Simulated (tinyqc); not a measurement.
Worked calculation: Born-Oppenheimer dynamics on the UHF/sto-3g surface (energies and gradients from PySCF), for BeH, spin multiplicity 2. Computed by tinyqc, a small Python program that keeps every step (integrals from PySCF). Settings: charge = 0, multiplicity = 2, basis = sto-3g, time step (fs) = 0.5, steps = 16. Command: `OMP_NUM_THREADS=1 python tinyqc.py 30748 30749 out.jsonl` (the two numbers bound the seeds that draw the settings). One thread of a shared host (Intel(R) Xeon(R) Processor @ 2.60GHz), about 1 s of CPU time with the checks.

## Velocity Verlet step 1

positions (bohr), order 1Be, 2H:
```
[[0.000000, 0.000000, 0.000000],
 [0.000000, 0.000000, 2.447195]]
```

velocities (bohr per atomic time unit), order 1Be, 2H:
```
[[0.000034298, 0.000042345, -0.000030376],
 [-0.000306702, -0.000378655, 0.000271624]]
```

gradient (hartree/bohr), order 1Be, 2H:
```
[[0.00000000, 0.00000000, 0.00275071],
 [0.00000000, 0.00000000, -0.00275071]]
```

masses (electron masses): [16428.202802, 1837.152588]

gradient after step 1 (hartree/bohr), order 1Be, 2H:
```
[[-0.00000356, -0.00000440, 0.00124000],
 [0.00000356, 0.00000440, -0.00124000]]
```

dt = 0.5 fs = 20.6707 atomic units; x' = x + v dt - g dt^2 / (2m); after the new gradient g', v' = v - (g + g') dt / (2m).

positions after step 1 (bohr), order 1Be, 2H:
```
[[0.000709, 0.000875, -0.000664],
 [-0.006340, -0.007827, 2.453130]]
```

velocities after step 1 (bohr per atomic time unit), order 1Be, 2H:
```
[[0.000034300, 0.000042347, -0.000032886],
 [-0.000306722, -0.000378680, 0.000294075]]
```

## Velocity Verlet step 2

gradient after step 2 (hartree/bohr), order 1Be, 2H:
```
[[0.00000192, 0.00000236, -0.00033432],
 [-0.00000192, -0.00000236, 0.00033432]]
```

As before.

positions after step 2 (bohr), order 1Be, 2H:
```
[[0.001418, 0.001751, -0.001360],
 [-0.012680, -0.015655, 2.459353]]
```

velocities after step 2 (bohr per atomic time unit), order 1Be, 2H:
```
[[0.000034301, 0.000042349, -0.000033456],
 [-0.000306731, -0.000378691, 0.000299170]]
```

## Energy conservation

The total energy should stay constant up to terms of order dt^2; the step counts as short enough if it moves by less than 2 % of the largest kinetic energy.

Trajectory:
```
time (fs)  1Be-2H (angstrom)  potential (hartree)  kinetic (hartree)  total (hartree)
0.000000            1.295000         -14.93530734         0.00031785     -14.93498949
0.500000            1.298505         -14.93532055         0.00033086     -14.93498969
1.000000            1.302207         -14.93532371         0.00033396     -14.93498975
1.500000            1.305889         -14.93531599         0.00032635     -14.93498964
2.000000            1.309341         -14.93529906         0.00030965     -14.93498941
2.500000            1.312367         -14.93527660         0.00028749     -14.93498910
3.000000            1.314796         -14.93525346         0.00026467     -14.93498879
3.500000            1.316495         -14.93523462         0.00024608     -14.93498854
4.000000            1.317369         -14.93522406         0.00023566     -14.93498840
4.500000            1.317371         -14.93522404         0.00023564     -14.93498840
5.000000            1.316500         -14.93523455         0.00024601     -14.93498854
5.500000            1.314805         -14.93525337         0.00026458     -14.93498879
6.000000            1.312379         -14.93527649         0.00028739     -14.93498910
6.500000            1.309356         -14.93529897         0.00030956     -14.93498941
7.000000            1.305905         -14.93531593         0.00032629     -14.93498964
7.500000            1.302223         -14.93532369         0.00033395     -14.93498975
8.000000            1.298521         -14.93532059         0.00033089     -14.93498969
```

The total energy moves within 1.3e-06 hartree, under 2 % of the largest kinetic energy.
